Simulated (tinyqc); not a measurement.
Surface potential of a MOS transistor: implicit equation and explicit approximations: one step of the calculation.

p-type body, charge-sheet picture, depletion and inversion only, full ionisation (an idealisation for deep acceptors), Boltzmann statistics (rough once Na exp(x - xn) passes about Nc/7). In units of Vt: xg = (Vg - Vfb)/Vt, x = psi/Vt, G = gamma/sqrt(Vt), xn = (2 phiF + Vc)/Vt. The implicit equation is (xg - x)^2 = G^2 [x - 1 + exp(x - xn)] for x above about 3. Cox = eps0 eox/tox.

Question. New x. D = exp(x - xn), f = (xg - x)^2 - G^2 (x - 1 + D), f' = -2 (xg - x) - G^2 (1 + D), x(new) = x - f/f'.

x at the start = 24.48
G = 0.45605502
xn = 25.147963
xg = 26.690392

Find: D; f; f'; x after iteration 1.

Answer.

D = 0.51275
f = -0.10433
f' = -4.7354
x after iteration 1 = 24.458

tinyqc, about 0.01 s, one thread, Intel Xeon 2.30GHz (shared host): `OMP_NUM_THREADS=1 python tinyqc.py 2122064 2122065 out.jsonl`
